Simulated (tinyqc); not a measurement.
# Round nanowire with a gate all round, subbands and threshold shift from confinement: what changes with what

Undoped body with a flat potential across it, hard walls, transport along x. Three valley pairs (g = 2 each) with the longitudinal mass along x, y or z. Non-parabolicity enters the subband edges through E (1 + al E) = gamma, so E = 2 gamma/(1 + sqrt(1 + 4 al gamma)); motion within a subband is taken as parabolic with the band-edge mass. Energies are counted from the bulk band edge.

Values chosen for this exercise; masses close to those of silicon:
- T = 200 K (temperature)
- ml = 0.926 m0 (longitudinal mass)
- mt = 0.189 m0 (transverse mass)
- al = 0 1/eV (non-parabolicity)
- t = 7.1 nm (diameter)
- dl = 0.3 nm (widening of the box by penetration into the insulator)
- Cg = 3.3 uF/cm^2 (gate capacitance per area of interface)

Constants: q = 1.602176634e-19 C, kB = 1.380649e-23 J/K, hbar = 1.054571817e-34 J s, m0 = 9.1093837015e-31 kg, Vt = kB T/q, hbar^2/(2 m0) = 0.0380998212 eV nm^2. Results are converted to the units shown.

Each table varies one quantity; the others keep the values above.

## Confinement against the diameter

gamma = C (2 z/(t + dl))^2 (1/my + 1/mz)/2, z the zeros of the Bessel functions J_l (2.404826, 3.831706, 5.135622, 5.520078, ...), twofold for l > 0; the mean inverse mass is an approximation for anisotropic valleys, C = hbar^2/(2 m0). Each subband has N_k = g sqrt(2 mx m0 kB T/(pi hbar^2)); without degeneracy n = exp(EF/Vt) sum N_k exp(-E_k/Vt). Classical value Nc times pi t^2/4, Nc = sum over valleys of 2 g (m m0 kB T/(2 pi hbar^2))^1.5 with m = (mx my mz)^(1/3). Threshold shift dVT = Vt ln(classical value/sum N_k exp(-E_k/Vt)). With degeneracy n = sum N_k F((EF - E_k)/Vt), F(x) = (1/sqrt(pi)) int_0^infinity u^(-1/2) du/(1 + exp(u - x)); gate: Vg = EF + q n/(Cg P), P = pi t, summed over the 60 lowest subbands at most, with Vg counted from the value that would put EF at the bulk band edge of an empty body. The last two columns are for Vg = 0.6 V; sensitivity d(dVT)/dt by central differences between 0.99 and 1.01 times the value.

Confinement against the diameter:
```
t (nm),E_1 (meV),gap to the next edge (meV),dVT (mV),sensitivity (mV/nm),n/P (cm^-2),share of the lowest subband (%)
2,530.7,350.8,485.1,-444.3,1.971e12,50.00
2.7,311.9,206.2,276.7,-195.2,5.807e12,50.00
3.6,184.6,122.0,159.2,-85.16,7.938e12,49.80
4.7,112.3,74.23,95.90,-38.04,9.034e12,44.48
6.3,64.45,42.60,56.77,-15.33,9.930e12,31.71
8.4,37.09,24.52,35.88,-6.326,1.055e13,21.68
11,21.99,14.53,24.82,-2.830,1.098e13,14.88
15,11.99,7.927,17.41,-1.214,1.137e13,9.280
20,6.813,4.503,13.17,-0.5949,1.164e13,5.858
```

As t grows from 2 to 20 nm, E_1 falls from 531 to 6.81 meV and dVT falls from 485 to 13.2 mV. E_1 goes as t^(-1.77) at the thin end (-2 for a parabolic band without penetration); a thickness error of 0.2 nm moves the threshold by 89 mV in the first row and 0.12 mV in the last. The charge per interface area rises from 1.97e12 to 1.16e13 cm^-2. For t = 2, 2.7 the body is too thin for bulk effective masses to be reliable. For t = 3.6, 4.7, 6.3, 8.4, 11, 15, 20 the charge in the last two columns would bend the potential across the body noticeably, which is left out.

## Charge and subband filling against gate voltage

Same model as above.

Each subband has N_k = g sqrt(2 mx m0 kB T/(pi hbar^2)). Cq = q dn/dEF.

Results:
```
Vg (V),EF - E_1 (eV),n (cm^-1),n/P (cm^-2),share of the lowest subband (%),Cq/(Cg P),total C/(Cg P)
-0.1,-0.1513,1195,5.356e8,42.53,0.001509,0.001506
0.02,-0.04390,5.801e5,2.601e11,42.23,0.6999,0.4117
0.15,-0.002155,4.635e6,2.078e12,39.74,4.156,0.8061
0.28,0.01831,9.667e6,4.334e12,36.00,6.515,0.8669
0.53,0.04626,1.987e7,8.908e12,28.84,9.282,0.9027
0.65,0.05737,2.487e7,1.115e13,26.11,10.33,0.9118
0.78,0.06831,3.034e7,1.360e13,23.65,11.44,0.9196
0.9,0.07762,3.543e7,1.588e13,21.75,12.30,0.9248
```

Estimate the missing row, Vg = 0.4 V.

Computed row:
```
Vg (V),EF - E_1 (eV),n (cm^-1),n/P (cm^-2),share of the lowest subband (%),Cq/(Cg P),total C/(Cg P)
0.4,0.03280,1.451e7,6.507e12,32.36,8.019,0.8891
```

With this row back in the table: EF passes E_1 = 0.0513 eV at Vg = 0.161 V. The share of the lowest subband falls from 42.5 to 21.7 % and the total capacitance rises from 0.00151 to 0.925 of Cg P. In the last row 7.8 % of an added gate voltage goes into raising EF (from the last two rows). For Vg = 0.15, 0.28, 0.4, 0.53, 0.65, 0.78, 0.9 the charge would bend the potential across the body noticeably, which is left out.

Range of the model: For the strongly anisotropic y and z valleys the mean inverse mass serves only for l = 0; pairs with l > 0 really split widely.

Numbers from tinyqc (`OMP_NUM_THREADS=1 python tinyqc.py 2350055 2350056 out.jsonl`; about 0.2 s on one thread of a shared Intel Xeon 2.30GHz).
